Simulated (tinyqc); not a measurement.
CMOS latch-up, two-transistor model: effect of the well resistance shunting the pnp.

A parasitic pnp (emitter at Vdd, base shunted by Rw) and npn (emitter at ground, base shunted by Rs) feed each other: the npn collector current flows out of the pnp base node, the pnp collector current into the npn base node. Forward-active transistors with constant gains: Icn = Isn exp(Vn/Vt), Icp = Isp (exp(Vp/Vt) - 1). A current Ii is injected into the npn base node.

Node equations: Vp/Rw + Icp/bp = Icn and Vn/Rs + Icn/bn = Icp + Ii. Loop gain G = gn gp/[(1/Rw + gp/bp)(1/Rs + gn/bn)], gn = Icn/Vt, gp = (Icp + Isp)/Vt; the off state ends where G = 1, and Ii there is the trigger current. On state with both base-emitter voltages at Von: npn base current Ib = (Von/Rs + bp Von/Rw)/(bn bp - 1), holding current Ih = (bn + 1) Ib + Von/Rs, holding voltage Vh = Vsat + Von + R2 (Ib + Von/Rs).

Values chosen for this exercise; values close to those of bulk CMOS:
- T = 400 K (temperature)
- bn = 22.3 (current gain of the npn)
- bp = 2.2 (current gain of the pnp)
- Isn = 7.2e-10 A (saturation current of the npn at T)
- Isp = 1.1e-10 A (saturation current of the pnp at T)
- Rs = 1100 ohm (substrate resistance shunting the npn)
- R2 = 540 ohm (resistance from the pnp collector to the npn base)
- Von = 0.55 V (base-emitter voltage in the on state)
- Vsat = 0.19 V (saturation voltage)
- Vdd = 2.5 V (supply voltage)

Constants: q = 1.602176634e-19 C, kB = 1.380649e-23 J/K, Vt = kB T/q. Results are converted to the units shown.

Effect of the well resistance shunting the pnp:
```
Rw (ohm),Vn at trigger (V),trigger current (mA),Ih (mA),Vh (V)
21,0.59430,1.4555,28.677,1.6630
41,0.56957,0.96127,15.050,1.3472
78,0.54580,0.71643,8.2632,1.1899
150,0.52172,0.58185,4.6532,1.1063
290,0.49762,0.50409,2.7652,1.0625
560,0.47387,0.45508,1.7899,1.0399
1100,0.44991,0.41944,1.2757,1.0280
2100,0.42738,0.39226,1.0217,1.0221
```

What does the comparison show?

As Rw goes from 21 to 2100 ohm, the trigger current falls from 1.46 to 0.392 mA, Ih falls from 28.7 to 1.02 mA and Vh falls from 1.66 to 1.02 V. Vh exceeds the supply Vdd = 2.5 V, which then cannot sustain a latched state, in 0 of the 8 rows. For Rw = 21, 41 Vn at the trigger exceeds the fixed Von of the on-state formulas, so Ih and Vh are too low there.

Computed by the program tinyqc: `OMP_NUM_THREADS=1 python tinyqc.py 2670015 2670016 out.jsonl`, one thread of a shared Intel Xeon 2.30GHz, about 0.04 s for the whole run.
